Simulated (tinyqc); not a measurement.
From one set of inputs to another, one input at a time: permeation of metal atoms or ions through a thin barrier or dielectric: time lag, field-aided drift and lifetime. Computed by tinyqc, a small Python program. Command: `OMP_NUM_THREADS=1 python tinyqc.py 3015889 3015890 out.jsonl barrier ladder`. One thread of a shared host (Intel(R) Xeon(R) Processor @ 2.30GHz), about 0.03 s of CPU time with the checks.

The film 0 < x < d is empty at first; C = C0 at x = 0 and C = 0 at x = d. dC/dt = D d2C/dx2.

The inputs printed are set A. Inputs not listed in the table keep their values of set A, so the rows need not describe a real material.

Inputs (values chosen for the exercise, for a model case: neutral metal atoms through a barrier): thickness d = 8.7 nm; prefactor D0 = 1400 cm^2/s; activation energy E = 1.4 eV; concentration at the source side C0 = 2.4e+18 1/cm^3; charge number z = 0; voltage V (positive drives ions across) = 0 V; critical dose Q_c = 5e+12 1/cm^2; test temperature T = 100 C; use temperature T_u = 70 C.

Constants: k_B = 8.617333262e-05 eV/K.

Method:
- D = D0 exp(-E/(k_B T)); time scale d^2/D; Peclet number P = z V/(k_B T), k_B T in eV; 1 nm = 1e-7 cm.
- Temperatures in kelvin are T(C) + 273.15.
- Steady flux J = (D C0/d) P/(1 - exp(-P)); time lag in units of d^2/D: s_L = [P (1 + exp(-P))/(1 - exp(-P)) - 2]/P^2 (P = 0: J = D C0/d, s_L = 1/6).
- Dose through the film Q(s) = C0 d {f (s - s_L) - 2 exp(P/2) sum_(n=1..200) (-1)^n n^2 pi^2 exp(-l_n s)/l_n^2}, l_n = n^2 pi^2 + P^2/4, f = P/(1 - exp(-P)) the relative flux.
- Solve Q = Q_c for s. At the use temperature D and P take T_u, with the same C0 and V; 1 year = 3.15576e7 s.

Each row keeps all changes above it:
```
input moved                                              from              to  failure time at T_u (years)  steady flux J (1/(cm^2 s))  time lag (s)
set A                                                       -               -                   1.5988e-02                  4.7683e+08           730
prefactor D0 (cm^2/s) and activation energy E (eV)  1400, 1.4  1.5e-07, 0.797                   2.0782e-01                  7.1198e+06         48877
test temperature T (C)                                    100             200                   2.0782e-01                  1.3412e+09           259
critical dose Q_c (1/cm^2)                              5e+12      2000000000                   5.0513e-03                  1.3412e+09           259
thickness d (nm)                                          8.7              83                   3.1873e-01                  1.4059e+08         23615
concentration at the source side C0 (1/cm^3)          2.4e+18         2.2e+13                   8.2117e+01                  1.2887e+03         23615
```

Failure time at T_u goes from 0.0160 to 82.1, a factor 5140 in all. The largest single move comes from concentration at the source side C0 (a factor 258), and critical dose Q_c works against it (a factor 0.0243). Steady flux J goes from 4.77e8 to 1290, a factor 2.70e-6 in all. The largest single move comes from concentration at the source side C0 (a factor 9.17e-6), and test temperature T works against it (a factor 188). Time lag goes from 730 to 23600, a factor 32.4 in all. The largest single move comes from test temperature T (a factor 0.00531), but it runs against the net change; the largest move in the direction of the net change is thickness d (a factor 91.0). The single moves hold for this order of the switches; the total does not depend on the order.

Caution (rows set A): a prefactor D0 above about 10 cm^2/s is far larger than atomic jumps allow; it only sets the time scale of the exercise. Caution (all rows): grain boundaries, pinholes, trapping and space charge are left out; thin real barriers usually fail at defects.

Extremes, crossings and ranges named in words are read from the listed rows.
